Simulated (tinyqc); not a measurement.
Comparisons within one model: electrons shared among three sets of ellipsoidal valleys. A value that a table varies takes the place of the one given here.

F_j(eta) = (1/Gamma(j + 1)) integral_0^infinity x^j dx/(1 + exp(x - eta)), which tends to exp(eta) for eta << 0.

Sets Gamma, L, X: N_i = M_i times N = 2 (m kB T/(4 pi c))^(3/2) with c = hbar^2/2m0, in 1/angstrom^3; times 1e24 for 1/cm^3, m = (ml mt^2)^(1/3); n = sum_i N_i F_1/2((EF - dE_i)/kT), energies from the edge of the first set; mu_drift = sum of share times mobility.

Constants: hbar^2/2m0 = 3.80998211 eV angstrom^2; kB = 8.617333262e-05 eV/K.

Values chosen for the exercise (masses and offsets near those of GaAs; mobilities are free inputs, held fixed; shifted at random, so the results belong to these values and not to a real crystal):
- dE = (0, 0.227, 0.518) eV (edges of Gamma, L, X above the first)
- M = (1, 4, 3) (valleys in each set)
- ml = (0.064, 1.825, 1.343) m0 (longitudinal masses of Gamma, L, X)
- mt = (0.064, 0.0782, 0.2277) m0 (transverse masses)
- mu = (7000, 900, 310) cm^2/(V s) (mobility of each set)
- n = 1.5e+19 1/cm^3 (total electron density)
- T = 600 K

## Transfer between valleys with temperature

Offsets, masses and mobilities are held fixed; n is fixed too, so the high values of T stand for hot electrons, not for the lattice.

Populations:
```
T (K)  EF (eV)  share Gamma  share L  share X  mu_drift
77      0.2464       0.6001   0.3999   0.0000      4561
150     0.2411       0.5824   0.4176   0.0000      4453
300     0.2228       0.5244   0.4756   0.0000      4099
450     0.1989       0.4561   0.5432   0.0006      3682
600     0.1709       0.3884   0.6071   0.0045      3267
900     0.1030       0.2726   0.6948   0.0326      2544
1200    0.0191       0.1914   0.7238   0.0848      2018
2000   -0.2688       0.0915   0.6721   0.2364      1318
```

The share of Gamma goes from 0.600 to 0.091 and the mean mobility from 4561 to 1318 cm^2/(V s). Gamma and L hold equal numbers between T = 300 and 450 K. Where EF lies more than about 0.2 eV up a light valley, its parabolic form fails. The share of X is at most 0.24.

## Transfer between valleys with doping

Parabolic valleys; band tails and gap narrowing are left out.

Populations:
```
n (1/cm^3)  EF (eV)  share Gamma  share L  share X  mu_drift
1.0e+16     -0.2598       0.7539   0.2445   0.0016      5498
1.0e+17     -0.1399       0.7501   0.2483   0.0017      5474
1.0e+18     -0.0135       0.7125   0.2855   0.0019      5245
3.0e+18      0.0560       0.6365   0.3611   0.0025      4781
1.0e+19      0.1412       0.4600   0.5361   0.0038      3704
3.0e+19      0.2229       0.2760   0.7178   0.0062      2580
1.0e+20      0.3298       0.1436   0.8418   0.0146      1767
```

The share of Gamma goes from 0.754 to 0.144 and the mean mobility from 5498 to 1767 cm^2/(V s). Gamma and L hold equal numbers between n = 3e+18 and 1e+19 1/cm^3. Where EF lies more than about 0.2 eV up a light valley, its parabolic form fails. The share of X is at most 0.015.

## Moving the second set by strain or alloying

The second entry of dE is replaced by the values listed; a negative value puts that set lowest.

Populations:
```
offset (eV)  EF (eV)  share Gamma  share L  share X  mu_drift
-0.100       -0.1271       0.0064   0.9936   0.0000       939
-0.050       -0.0777       0.0158   0.9841   0.0000       997
0.000        -0.0290       0.0369   0.9630   0.0001      1125
0.025        -0.0051       0.0542   0.9457   0.0002      1230
0.050         0.0184       0.0770   0.9227   0.0002      1370
0.100         0.0641       0.1406   0.8588   0.0006      1757
0.150         0.1079       0.2261   0.7726   0.0013      2278
0.200         0.1494       0.3284   0.6686   0.0030      2901
0.300         0.2244       0.5573   0.4299   0.0128      4292
```

The share of Gamma goes from 0.006 to 0.557 and the mean mobility from 939 to 4292 cm^2/(V s). Gamma and L hold equal numbers between offset = 0.2 and 0.3 eV. Where EF lies more than about 0.2 eV up a light valley, its parabolic form fails. The share of X is at most 0.013. With Boltzmann statistics the first two sets are equal at kT ln(N_2/N_1) = 0.1687 eV; the crossing, if any, lies elsewhere because the electrons are degenerate and fill the set with fewer states high above its edge.

## What moves the populations

All else solved anew. Each row changes one parameter from the base and keeps the others.

Results:
```
case                              EF (eV)  share Gamma  share L  share X  mu_drift (cm^2/(V s))
base                               0.1709       0.3884   0.6071   0.0045                   3267
T = 650 K                          0.1607       0.3669   0.6259   0.0072                   3134
n = 4.5e+19 1/cm^3                 0.2553       0.2219   0.7703   0.0077                   2249
dE = (0, 0.1816, 0.518) eV         0.1344       0.2892   0.7086   0.0022                   2663
mt = (0.064, 0.0938, 0.2277) m0    0.1628       0.3651   0.6310   0.0039                   3125
ml = (0.064, 2.19, 1.343) m0       0.1668       0.3767   0.6191   0.0042                   3195
mu = (8400, 900, 310) cm^2/(V s)   0.1709       0.3884   0.6071   0.0045                   3810
```

The largest shifts from the base row, up to three for each result and ties (the steps differ in size, so this ranks the rows, not the parameters). EF (eV): n +0.0844, dE -0.0365, T -0.0102; unchanged at the printed digits by mu. share Gamma: n -0.1665, dE -0.0992, mt -0.0233; unchanged at the printed digits by mu. share L: n +0.1633, dE +0.1015, mt +0.0240; unchanged at the printed digits by mu. share X: n +0.0032, T +0.0026, dE -0.0023; unchanged at the printed digits by mu. mu_drift (cm^2/(V s)): n -1017, dE -604, mu +544.

(tinyqc, `OMP_NUM_THREADS=1 python tinyqc.py 1650919 1650920 out.jsonl`, Intel(R) Xeon(R) Processor @ 2.30GHz, 1 thread, shared host, about 0.01 s.)
